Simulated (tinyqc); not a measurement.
Worked calculation: G0W0 on RHF in the sto-3g basis, for H3+, spin multiplicity 1. One step of it, computed by the program tinyqc.

Problem. Screening: direct RPA. With D = e_a - e_i and K = (ia|jb): diagonalise D^(1/2) (D + 4K) D^(1/2) = Z w^2 Z^T; X + Y = D^(1/2) Z w^(-1/2), each column of Z with its largest component positive (the first on a tie); E_c = (sum w - tr (D + 2K)) / 2.

orbital energies (hartree): MO1 -0.991654, MO2 -0.329608, MO3 0.292997

Two-electron integrals over orbitals (pq|rs), unique and non-zero (hartree):
```
p,q,r,s,(pq|rs)
1,1,1,1,0.576676
2,1,1,1,-0.000038
2,1,2,1,0.145992
2,2,1,1,0.491658
2,2,2,1,0.000055
2,2,2,2,0.541269
3,1,1,1,0.095878
3,1,2,1,0.000013
3,1,2,2,-0.036135
3,1,3,1,0.134681
3,2,1,1,0.000021
3,2,2,1,-0.139122
3,2,2,2,-0.000057
3,2,3,1,-0.000031
3,2,3,2,0.156554
3,3,1,1,0.581502
3,3,2,1,-0.000056
3,3,2,2,0.520305
3,3,3,1,0.084836
3,3,3,2,0.000044
3,3,3,3,0.622200
```

Give: D^(1/2) (D + 4K) D^(1/2); excitation energies w; X + Y; RPA correlation energy.

Solution.

D^(1/2) (D + 4K) D^(1/2) (hartree^2):
```
,1>2,1>3
1>2,0.825,0.000
1>3,0.000,2.342
```

excitation energies w (hartree): 0.908  1.530

X + Y:
```
,1,2
1>2,0.854,0.000
1>3,0.000,0.916
```

RPA correlation energy = -0.03465 hartree
